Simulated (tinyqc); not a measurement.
Magnetisation curve: two coupled magnetic layers: synthetic antiferromagnet, spin flop, exchange bias and magnetoresistance. Computed by tinyqc, a small Python program. Command: `OMP_NUM_THREADS=1 python tinyqc.py 3031383 3031384 out.jsonl saf walk`. One thread of a shared host (Intel(R) Xeon(R) Processor @ 2.30GHz), about 0.4 s of CPU time with the checks.

Moments lie in the plane at the angles p1, p2 from the field. Energy per area: E = J1 cos(p1 - p2) + J2 cos^2(p1 - p2) - B M_s (t1 cos p1 + t2 cos p2) + K (t1 sin^2 p1 + t2 sin^2 p2).

Inputs (values chosen for the exercise, for a model stack):
```
quantity                         value    unit
saturation magnetisation M_s      1310    kA/m
thickness t1                       2.8      nm
thickness t2                       1.7      nm
antiferromagnetic coupling J1     0.13  mJ/m^2
biquadratic coupling J2              0  mJ/m^2
in-plane anisotropy K              9.1  kJ/m^3
field over the saturation field   0.25       -
```

Field direction: along the easy axis.

Method. The parallel state is stable while the Hessian at p1 = p2 = 0 is positive: with c = J1 + 2 J2 and u = B M_s + 2K, (u t1 - c)(u t2 - c) > c^2, so B_sat M_s = c (1/t1 + 1/t2) - 2K. B_K = 2K/M_s. The lowest minimum of E over both angles (from five starts; of two mirror images the one with p1 >= 0, and for equal layers |p1| <= |p2|).

saturation field B_sat = 79.9230 mT

Equilibrium states:
```
B/B_sat  B (mT)  p1 (degrees)  p2 (degrees)  m/m_sat
0.02      1.598         0.000       -180.00   0.2444
0.06      4.795         0.000       -180.00   0.2444
0.12      9.591         0.000       -180.00   0.2444
0.20     15.985         0.000       -180.00   0.2444
0.30     23.977         0.000       -180.00   0.2444
0.45     35.965         0.000       -180.00   0.2444
0.60     47.954         0.000       -180.00   0.2444
0.80     63.938        27.196        -52.49   0.7834
0.95     75.927        14.303        -24.24   0.9474
1.10     87.915         0.000          0.00   1.0000
```

What follows from these numbers?

The collinear state is the lowest in 7 row(s), with m/m_sat = (t1 - t2)/(t1 + t2) = 0.244; then the moments are canted and close at B_sat. The largest gap between m/m_sat and B/B_sat in the canted rows is 0.017.

Extremes, crossings and ranges named in words are read from the listed rows.
